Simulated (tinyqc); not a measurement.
From results back to parameters: three-band tight binding of a dichalcogenide monolayer. Two cases, with inputs chosen for the exercise.

Problem. In the three-band model the dz2 level is e1 + 6 t0 at Gamma and e1 - 3 t0 at K; without spin-orbit coupling the other levels are e2 + 3 s at Gamma (twofold) and e2 - 3s/2 -/+ 3 sqrt3 t12 at K, s = t11 + t22, t12 > 0. The levels below come from hidden values.

Case 1.

dz2 levels (eV): Gamma -0.4140, K 1.1250

other levels (eV): Gamma 3.34200, K lower 0.02632, K upper 2.49968

Case 2.

dz2 levels (eV): Gamma -0.3100, K 1.5710

other levels (eV): Gamma 3.07200, K lower 0.03357, K upper 3.47343

Find: e1, t0, e2, t11 + t22, t12.

Solution. The dz2 levels differ by 9 t0. The level at Gamma lies 9s/2 above the mean of the two at K, whose splitting is 6 sqrt3 t12. t1, t2 and t11 - t22 need masses or other points.

Case 1.

e1, t0, e2, t11 + t22, t12 (eV): 0.612  -0.171  1.956  0.462  0.238

Case 2.

e1, t0, e2, t11 + t22, t12 (eV): 0.944  -0.209  2.193  0.293  0.331

Computed by tinyqc, one run a case: `OMP_NUM_THREADS=1 python tinyqc.py N N+1 out.jsonl` with N = 1482409, 1482452; one thread of a shared Intel(R) Xeon(R) Processor @ 2.30GHz, about 0.02 s a run at most.
